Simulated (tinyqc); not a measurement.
Changing the hopping xi: Gupta-type many-body potential for a metal. Computed by tinyqc, a small Python program. Command: `OMP_NUM_THREADS=1 python tinyqc.py 3031992 3031993 out.jsonl gupta sweep`. One thread of a shared host (Intel(R) Xeon(R) Processor @ 2.30GHz), about 0.02 s of CPU time with the checks.

E_i = sum_j A exp(-p (r_ij/r0 - 1)) - xi rho_i^gamma, with rho_i = sum_j exp(-2 q (r_ij/r0 - 1)); gamma = 1/2 is the tight-binding second-moment form. The crystal is fcc unless stated; d is the neighbour distance and a fixed number of shells is kept.

Inputs (values chosen for the exercise, modelled on lead): repulsion A = 0.0959 eV; decay p = 9.49; decay q = 3.57; reference distance r0 = 3.501 angstrom; shells kept = 3; embedding exponent gamma = 0.5.

Constants: 1 eV/angstrom^3 = 160.2176634 GPa.

Method:
- fcc shells: d sqrt(k), k = 1..5, with 12, 6, 24, 12, 24 atoms; Omega = d^3/sqrt2.
- Equilibrium: dE/dd = 0; B = d^2 E''(d)/(9 Omega).
- Repulsion and density of one neighbour in each shell, and their sums.
- Each neighbour j of the vacancy loses one repulsive term and one density term: E_v = sum_shells count x {-repulsion - xi [(rho - density)^gamma - rho^gamma]}. (The removed atom returns to a bulk-like site, so its own energy cancels.)

One run for each value; columns: (1) hopping xi (eV); (2) cohesive energy E_c (eV); (3) neighbour distance d (angstrom); (4) bulk modulus B (GPa); (5) vacancy energy E_v (eV):
```
(1)       (2)     (3)     (4)      (5)
0.644  1.1718  3.6781  22.461  0.24594
0.736  1.4536  3.5985  28.515  0.30437
0.828  1.7580  3.5282  35.218  0.36730
0.920  2.0842  3.4654  42.562  0.43452
1.010  2.4235  3.4096  50.360  0.50426
1.100  2.7821  3.3586  58.758  0.57776
1.200  3.2025  3.3066  68.788  0.66370
1.290  3.6001  3.2634  78.441  0.74475
```

Describe and explain the trends.

Over the rows, cohesive energy E_c (eV) rises from 1.17 to 3.60 (exponent d ln y / d ln x about 1.6 throughout); neighbour distance d (angstrom) falls from 3.68 to 3.26 (exponent d ln y / d ln x -0.16 between the first rows and -0.18 between the last); bulk modulus B (GPa) rises from 22.5 to 78.4 (exponent d ln y / d ln x about 1.8 throughout). With one shell E_c scales exactly as xi^(p/(p - 2 q gamma)), exponent 1.603: stronger attraction also shortens the bonds.
